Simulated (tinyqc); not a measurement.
Film thickness from the threshold shift.

Question. Undoped body with a flat potential across it, hard walls, transport along x. Three valley pairs (g = 2 each) with the longitudinal mass along x, y or z. Non-parabolicity enters the subband edges through E (1 + al E) = gamma, so E = 2 gamma/(1 + sqrt(1 + 4 al gamma)); motion within a subband is taken as parabolic with the band-edge mass. Energies are counted from the bulk band edge. gamma = C (pi k/(t + dl))^2/mz, C = hbar^2/(2 m0). Each subband has N_k = g sqrt(mx my) m0 kB T/(pi hbar^2); without degeneracy n = exp(EF/Vt) sum N_k exp(-E_k/Vt). Classical value Nc times t, Nc = sum over valleys of 2 g (m m0 kB T/(2 pi hbar^2))^1.5 with m = (mx my mz)^(1/3). Threshold shift dVT = Vt ln(classical value/sum N_k exp(-E_k/Vt)). Find t and the lowest subband edge.

Parameters, values chosen for the exercise; masses close to those of silicon:
```
symbol,value,unit,meaning
T,200,K,temperature
ml,0.931,m0,longitudinal mass
mt,0.192,m0,transverse mass
al,0,1/eV,non-parabolicity
dl,0,nm,widening of the box by penetration into the insulator
```

Constants: q = 1.602176634e-19 C, kB = 1.380649e-23 J/K, hbar = 1.054571817e-34 J s, m0 = 9.1093837015e-31 kg, Vt = kB T/q, hbar^2/(2 m0) = 0.0380998212 eV nm^2. Results are converted to the units shown.

dVT = 12.950230 mV

Answer. dVT is evaluated for trial values of t with all subbands; between 1.5 and 25 nm one value matches.

t = 9.30 nm
E_1 = 4.67 meV

Numbers from tinyqc (`OMP_NUM_THREADS=1 python tinyqc.py 2350154 2350155 out.jsonl`; about 0.1 s on one thread of a shared Intel Xeon 2.30GHz).
